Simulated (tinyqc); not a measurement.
Growth mode over temperature: epitaxial growth on a vicinal surface: Burton-Cabrera-Frank step flow, step-edge barrier and island nucleation. Computed by tinyqc, a small Python program. Command: `OMP_NUM_THREADS=1 python tinyqc.py 3001688 3001689 out.jsonl stepflow walk`. One thread of a shared host (Intel(R) Xeon(R) Processor @ 2.30GHz), about 0.01 s of CPU time with the checks.

Adatoms land at rate F, hop on a square grid (a simplification for hexagonal faces), desorb, or join steps. Lengths are in units of a and n is the adatom coverage. Steps ascend at x = 0 and descend at x = l.

Inputs (values chosen for the exercise, close to those used for Si(111)):
```
quantity                                    value      unit
site spacing a                               3.84  angstrom
step height h                                3.14  angstrom
diffusion barrier E_d                        1.17        eV
desorption energy E_a                        3.11        eV
adatom formation energy E_f                  1.12        eV
step-edge barrier E_s                           0        eV
attempt frequency nu                            1       THz
deposition rate F                            0.39  layers/s
miscut angle                                  0.3   degrees
temperature T                                 690         C
critical nucleus size i                         3         -
binding energy of the critical nucleus E_i   0.51        eV
```

Constants: k_B = 8.617333262e-05 eV/K.

Method:
- D = nu exp(-E_d/(k_B T)) (a^2/s, nu counted per direction); tau = exp(E_a/(k_B T))/nu; x_s = sqrt(D tau); n_eq = exp(-E_f/(k_B T)); terrace width l = h/(a tan(miscut)); Schwoebel length l_s = exp(E_s/(k_B T)) - 1.
- D n'' - n/tau + F = 0 with n(0) = n_eq and -l_s n'(l) = n(l) - n_eq. With u = n - F tau, A = n_eq - F tau, y = l/x_s, s = l_s/x_s: u = A cosh(x/x_s) + B sinh(x/x_s), B = A (1 - cosh y - s sinh y)/(sinh y + s cosh y). Flux into the ascending step J+ = D B/x_s, over the descending one J- = -(D/x_s)(A sinh y + B cosh y); step velocity J+ + J-; growth rate (J+ + J-)/l. For small y: J+ + J- = (F - n_eq/tau) l, J-/J+ = l/(l + 2 l_s).
- Island density on a flat surface without desorption: N = 0.25 (F/D)^(i/(i+2)) exp(E_i/((i+2) k_B T)) per site, with E_i = 0 for i = 1; spacing l_n = N^(-1/2). Step flow needs an effective width l_eff = 2 x(peak) below l_n.
- Temperatures in kelvin are T(C) + 273.15.
- x(peak) solves tanh(x/x_s) = -B/A. Rows where evaporation outweighs deposition are left out.

Scales:
```
T (C)     x_s (a)  l_s (a)  incorporated share  l_n (a)  l_eff/l_n
490    2.5456e+06        0             1.00000    23.38     6.6782
540    1.0278e+06        0             1.00000    34.05     4.5858
590    4.6095e+05        0             1.00000    47.48     3.2892
640    2.2570e+05        0             1.00000    63.83     2.4466
690    1.1902e+05        0             1.00000    83.22     1.8767
740    6.6855e+04        0             1.00000   105.69     1.4777
790    3.9647e+04        0             1.00000   131.24     1.1900
840    2.4642e+04        0             1.00000   159.83     0.9771
890    1.5955e+04        0             0.99999   191.38     0.8160
```

What does the comparison show, and why?

The ratio falls below 1 between 790 and 840 C: islands below, step flow above. Incorporation goes from 100.0 % to 100.0 %.

Extremes, crossings and ranges named in words are read from the listed rows.
